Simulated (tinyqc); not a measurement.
What moves the results: pair of shallow donors (hydrogen-like orbitals). A value that a table varies takes the place of the one given here.

Each donor has the orbital exp(-r/a); energy unit Ha* = q/(eps a), q = e^2/(4 pi eps0), so that a lone donor is bound by Ha*/2; x = R/a. One electron: S = (1 + x + x^2/3) exp(-x), j = 1/x - (1 + 1/x) exp(-2x), k = (1 + x) exp(-x); levels E(+/-) = -1/2 - (j +/- k)/(1 +/- S) in Ha*, without the repulsion of the ions, split by D = |E(-) - E(+)|. In six valleys the overlaps S and k are multiplied by v = [cos(K Rx) + cos(K Ry) + cos(K Rz)]/3, K = k0 (2 pi/a_lat), for isotropic envelopes and the symmetric valley state.

Two electrons, Heitler-London: with S' = (1 - x + x^2/3) exp(x), C = 1/x - exp(-2x)(1/x + 11/8 + 3x/4 + x^2/6), X = (1/5){exp(-2x)(25/8 - 23x/4 - 3x^2 - x^3/3) + (6/x)[S^2 (0.5772157 + ln x) + S'^2 Ei(-4x) - 2 S S' Ei(-2x)]}, Q = C - 2j + 1/x and A = X - 2 S k + S^2/x, the singlet and triplet lie at (Q +/- w A)/(1 +/- w S^2) from two lone donors, with the valley weight w = v^2; the exchange is J = triplet - singlet.

Constants: e^2/(4 pi eps0) = 14.39964547 eV angstrom.

Parameters, chosen for this exercise (near those of two donors in Si; shifted at random, so the results belong to these values and not to a real crystal): a = 19.6 angstrom (orbital radius); eps = 11.2 (dielectric constant); a_lat = 5.431 angstrom (lattice constant); k0 = 0.848 2 pi/a_lat (valley position); sites = ((11, 0, 0), (12, 0, 0), (13, 0, 0), (14, 0, 0), (15, 0, 0), (16, 0, 0), (17, 0, 0), (18, 0, 0), (19, 0, 0)) a_lat (positions of the second donor); Ns = (0.03, 0.076, 0.18, 0.46, 1.1, 2.3, 4.6) x 1e18/cm^3 (donor densities); n = (19, 4, 0) a_lat (separation vector).

## Lattice sites along [100]

D and J for each site, and for v = 1.

Results:
```
site        R (angstrom)      v  D (meV)  J (micro-eV)  J for v = 1
(11, 0, 0)          59.7  0.510     5.64      1.25e+03     4.88e+03
(12, 0, 0)          65.2  0.816     7.87      2.25e+03     3.39e+03
(13, 0, 0)          70.6  0.996     8.07      2.30e+03     2.32e+03
(14, 0, 0)          76.0  0.898     5.88      1.26e+03     1.57e+03
(15, 0, 0)          81.5  0.604     3.18           382     1.05e+03
(16, 0, 0)          86.9  0.363     1.55          91.6          694
(17, 0, 0)          92.3  0.379     1.31          65.4          456
(18, 0, 0)          97.8  0.637     1.79           121          297
(19, 0, 0)         103.2  0.921     2.09           163          193
```

What can be read from the table?

Over these sites the envelope alone changes J by a factor 25.3, and the valley factor v^2 by 7.52; J runs from 65.4 at (17, 0, 0) to 2.3e+03 micro-eV at (13, 0, 0). Along [100] four valleys keep their phase, so v = (2 + cos)/3 stays between 1/3 and 1. J does not fall steadily with distance.

## From lone donors to an impurity band (impurity band of shallow donors (Hubbard estimate))

Donors on a simple cubic lattice of spacing R = N^(-1/3) (1/angstrom^3 = 1e24/cm^3), Ha* = q/(eps a), q = e^2/(4 pi eps0), x = R/a. Hopping t = Ha* (1 + x) exp(-x), band width B = 12 t, on-site repulsion U = (5/8) Ha*; the gap closes near B/U = 1.15. Valley factors and disorder are left out.

Results:
```
N (1e18/cm^3)  R (angstrom)  N^(1/3) a   t (meV)  B (meV)       B/U
0.030                 321.8      0.061  8.45e-05  0.00101  2.47e-05
0.076                 236.1      0.083   0.00503   0.0603   0.00147
0.18                  177.1      0.111    0.0784    0.940    0.0229
0.46                  129.5      0.151     0.673     8.07     0.197
1.1                    96.9      0.202      2.78     33.4     0.814
2.3                    75.8      0.259      6.69     80.3      1.96
4.6                    60.1      0.326      12.4      149      3.63
```

What can be read from the table?

B/U passes 1.15 between 1.1 and 2.3 x 1e18/cm^3; the root is x = 4.52, N^(1/3) a = 0.221, N = 1.4 x 1e18/cm^3, below the 2.3 that the empirical rule N^(1/3) a = 0.26 gives; the estimate is rough, since random positions, the overlap of the orbitals and screening are left out. While N grows by 153 times, t grows by 1.47e+05 times.

## What each parameter does

x, D = |E(-) - E(+)| and J. Each row changes one parameter from the base and keeps the others.

Results:
```
case                       x  D (meV)  J (micro-eV)
base                   5.380   0.6747          17.3
a = 17.6 angstrom      5.992   0.4586          7.18
eps = 12.3             5.380   0.6144          15.7
k0 = 0.828 2 pi/a_lat  5.380   0.3477          4.59
n = (20, 4, 0) a_lat   5.652   0.6567          16.4
```

What can be read from the table?

The largest shifts from the base row, up to three for each result and ties (the steps differ in size, so this ranks the rows, not the parameters). x: a +0.611, n +0.271; unchanged at the printed digits by eps and k0. D (meV): k0 -0.327, a -0.216, eps -0.0603. J (micro-eV): k0 -12.7, a -10.1, eps -1.54.

(tinyqc, `OMP_NUM_THREADS=1 python tinyqc.py 1251376 1251377 out.jsonl`, Intel(R) Xeon(R) Processor @ 2.30GHz, 1 thread, shared host, about 0.01 s.)
